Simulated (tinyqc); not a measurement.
Comparisons within one model: core-shell quantum dot (spherical envelope functions). A value that a table varies takes the place of the one given here.

Parabolic bands; strain and other valleys are left out. s states, u = r psi, hard wall at R + H, c = hbar^2/2m0, energies from the band edges of the core. Core: u = sin(k1 r)/k1, k1 = sqrt(m1 E/c). At R, psi and psi'/m are continuous, so u is continuous and its slope in the shell is s = u/R + (m2/m1)(u' - u/R). Shell: u(R + x) = u(R) cos(k2 x) + s sin(k2 x)/k2, k2 = sqrt(m2 (E - V)/c); for negative arguments the functions turn into sinh and cosh. A level has u(R + H) = 0.

Overlap = (integral of u_e u_h)^2 with normalised u. Coulomb integrals J_ab = (q/eps) double integral of u_a(r)^2 u_b(s)^2/max(r, s), q = e^2/(4 pi eps0), one eps everywhere. Exciton E = Eg + E_e + E_h - J_eh; first-order biexciton shift J_ee + J_hh - 2 J_eh (positive: repulsive).

Constants: hbar^2/2m0 = 3.80998211 eV angstrom^2; e^2/(4 pi eps0) = 14.39964547 eV angstrom; hc = 1239.841984 eV nm.

Values chosen for the exercise (near those of a CdTe/CdSe core-shell dot; shifted at random, so the results belong to these values and not to a real crystal): R = 17 angstrom (core radius); Vc = -0.283 eV (conduction edge of the shell above that of the core); Vv = 0.58 eV (hole barrier of the shell); me1 = 0.102 m0 (electron, core); me2 = 0.133 m0 (electron, shell); mh1 = 0.366 m0 (hole, core); mh2 = 0.446 m0 (hole, shell); Eg = 1.505 eV (gap of the core); eps = 6.8 (dielectric constant); Hs = (3, 7, 14, 17, 25, 39, 55) angstrom (shell thicknesses); H = 15 angstrom (shell thickness).

## Growing the shell

All quantities anew for each H.

Results:
```
H (angstrom)  E_e (eV)  E_h (eV)  electron in core  overlap  J_eh (meV)  E (eV)  biexciton shift (meV)
3               0.8264    0.2535             0.967    0.996       184.4   2.401                    0.3
7               0.4833    0.2180             0.801    0.937       157.5   2.049                    4.5
14              0.1655    0.2106             0.462    0.681       127.7   1.753                   22.9
17              0.0835    0.2104             0.355    0.565       117.8   1.681                   31.9
25             -0.0548    0.2102             0.180    0.331        97.4   1.563                   53.2
39             -0.1640    0.2102             0.067    0.140        75.2   1.476                   78.2
55             -0.2151    0.2102             0.029    0.063        60.1   1.440                   95.5
```

The line moves by -961 meV: the electron gives -1042, the hole -43 and the weaker attraction +124 meV. Over the last step E_e moves by -51.1 meV and E_h by 0.0 meV; the electron level lies above the shell edge Vc, so at this thickness it still spreads with the shell; whether a thicker shell brings it below Vc depends on whether the core binds a level at all. The overlap goes from 0.996 to 0.063, which scales the radiative lifetime by 15.7 if the rate is proportional to it. Up to H = 7 angstrom E_e exceeds 0.15 Eg, where a parabolic band overstates it.

## What each parameter does

All quantities anew. Each row changes one parameter from the base and keeps the others.

Results:
```
case             E (eV)  overlap  electron in core  biexciton shift (meV)
base              1.727    0.641             0.423                   25.9
R = 20 angstrom   1.668    0.635             0.480                   22.5
H = 20 angstrom   1.627    0.463             0.273                   40.6
Vc = -0.183 eV    1.780    0.681             0.461                   22.8
Vv = 0.435 eV     1.713    0.704             0.423                   21.2
me2 = 0.166 m0    1.670    0.607             0.393                   28.7
mh1 = 0.293 m0    1.750    0.690             0.423                   20.7
eps = 7.8         1.743    0.641             0.423                   22.6
```

The largest shifts from the base row, up to three for each result and ties (the steps differ in size, so this ranks the rows, not the parameters). E (eV): H -0.100, R -0.059, me2 -0.057. overlap: H -0.179, Vv +0.063, mh1 +0.048; unchanged at the printed digits by eps. electron in core: H -0.150, R +0.057, Vc +0.037; unchanged at the printed digits by Vv, mh1 and eps. biexciton shift (meV): H +14.6, mh1 -5.2, Vv -4.7.

Program tinyqc; command `OMP_NUM_THREADS=1 python tinyqc.py 1251567 1251568 out.jsonl`; about 0.03 s on one thread of a shared Intel(R) Xeon(R) Processor @ 2.30GHz.
